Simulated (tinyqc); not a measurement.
Off-state leakage of single and stacked transistors: subthreshold current against the height of the stack.

n-channel devices of unit width. Subthreshold current I(Vg, Vs, Vd) = I0 (T/300 K)^0.5 exp[(Vg - Vs - VT(T) - gb (Vs - Vb) + dd (Vd - Vs))/(nf Vt)] (1 - exp(-(Vd - Vs)/Vt)), VT(T) = VT - cT (T - 300 K). Gate-edge tunnelling Ig (Vd/1 V) exp(ag (Vd - 1 V)), for a gate at 0 V, and band-to-band leakage Ab u exp(-Bb/u), u = Vd - Vb + 1 V, flow at a drain held at V; both are taken as independent of T. In a stack of off transistors (all gates at 0 V) the same subthreshold current passes through each.

All n gates at 0 V, bottom source at 0 V, top drain at V; node voltages follow from equal currents.

Inputs (values chosen for the exercise); values of the order met in bulk silicon logic transistors:
- T = 378 K (temperature)
- V = 0.8 V (supply voltage)
- VT = 0.42 V (threshold at 300 K, zero drain and body bias)
- cT = 0.5 mV/K (fall of the threshold with temperature)
- I0 = 0.5 uA/um (current at threshold at 300 K)
- nf = 1.41 (slope factor)
- dd = 0.04 (drain-induced lowering per volt)
- gb = 0.14 (rise of the threshold per volt of source-body bias)
- Vb = 0 V (body voltage)

Constants: q = 1.602176634e-19 C, kB = 1.380649e-23 J/K, Vt = kB T/q. Results are converted to the units shown.

Result of one run:
columns A: I (nA/um); B: reduction factor; C: drain voltage of the bottom device (mV); D: source voltage of the top device (mV); E: voltage across the top device (V)
```
A            B      C      D       E
0.04588  6.129  12.75  70.57  0.7294
```

Which number of transistors in series n gave this result: 1, 2, 4 or 5?

n = 4.

The whole series:
columns A: n; B: I (nA/um); C: reduction factor; D: drain voltage of the bottom device (mV); E: source voltage of the top device (mV); F: voltage across the top device (V)
```
A        B      C      D      E       F
1   0.2812  1.000  800.0      0  0.8000
2   0.1019  2.760  39.51  39.51  0.7605
3  0.06312  4.456  19.06  58.16  0.7418
4  0.04588  6.129  12.75  70.57  0.7294
5  0.03610  7.791  9.610  79.90  0.7201
6  0.02978  9.445  7.723  87.40  0.7126
```

The second transistor cuts the current by a factor of 2.76, the third by a further 1.61 and the sixth by 1.21. The top device keeps 89.1 % of the supply at n = 6, while the drain voltage of the bottom one falls to 0.237 Vt.

Computed by the program tinyqc: `OMP_NUM_THREADS=1 python tinyqc.py 2242107 2242108 out.jsonl`, one thread of a shared Intel Xeon 2.30GHz, about 0.03 s for the whole run.
